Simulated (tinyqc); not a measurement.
Chemical shift by three methods: effective-mass impurity with a central-cell term, in a basis of Slater functions. Computed by tinyqc, a small Python program. Command: `OMP_NUM_THREADS=1 python tinyqc.py 3028117 3028118 out.jsonl centralcell walk`. One thread of a shared host (Intel(R) Xeon(R) Processor @ 2.30GHz), about 0.01 s of CPU time with the checks.

The envelope obeys H = -nabla^2 - (2/r) [Z + A exp(-kappa r)] in effective units, with kappa = a*/lambda; positive A deepens the well near the core.

Inputs (values chosen for the exercise, for a model semiconductor):

| quantity | value | unit |
|---|---|---|
| effective mass m | 0.731 | m_0 |
| dielectric constant eps | 5.71 | - |
| charge Z of the core | 2 | - |
| central-cell strength A | -0.23 | - |
| central-cell range lambda | 1.2 | angstrom |

Impurity: acceptor, one isotropic band.

Constants: Ry = 13.605693123 eV; a_0 = 0.529177210903 angstrom.

Method:
- Units: Ry* = Ry m/eps^2 and a* = a_0 eps/m, with m in m_0.
- kappa = a*/lambda; the hydrogenic ground state is bound by Z^2 Ry*.
- For s functions exp(-zeta r), with s = zeta_i + zeta_j: S = 2/s^3, T = zeta_i zeta_j S, V = -2 Z/s^2, W = -2 A/(s + kappa)^2; each function is normalised by dividing by sqrt(S_ii S_jj).
- Large basis: zeta_i = 0.06 x 1.6^(i-1), i = 1..22, same formulas; for p functions r exp(-zeta r): S = 24/s^5, T = zeta_i zeta_j S (centrifugal term included), V = -12 Z/s^4, W = -12 A/(s + kappa)^4; overlap eigenvalues below 1e-11 are dropped.
- First order: shift = 8 A Z^3/(2 Z + kappa)^2 Ry*. One exponent: minimise zeta^2 - 2 Z zeta - 8 A zeta^3/(2 zeta + kappa)^2 by golden section on 0.2 to 6 Z. All shifts are the binding beyond Z^2 Ry*.

kappa = 3.44460 1/a*

Ry* = 305.046 meV

hydrogenic binding energy = 1220.19 meV

Shift of the 1s binding energy (meV):

| A | first order | one exponent | large basis |
|---|---|---|---|
| 0.2300 | 81.02 | 86.222 | 86.444 |
| 0.1150 | 40.51 | 41.783 | 41.838 |
| -0.0230 | -8.10 | -8.052 | -8.051 |
| -0.0575 | -20.25 | -19.947 | -19.934 |
| -0.1150 | -40.51 | -39.290 | -39.233 |
| -0.2300 | -81.02 | -76.243 | -76.011 |
| -0.2880 | -101.45 | -94.041 | -93.675 |

What does the comparison show, and why?

The three columns are ordered, first order <= one exponent <= large basis, since each is a variational bound with more freedom. At the largest attractive A first order gives 94 % and one exponent 100 % of the shift; at the most repulsive A the true shift is -93.675 meV against -101.451. Attraction pulls the envelope in and feeds itself, repulsion pushes it out and saturates. Caution: the effective Bohr radius is only a few bond lengths, so the envelope approximation is rough.

Extremes, crossings and ranges named in words are read from the listed rows.
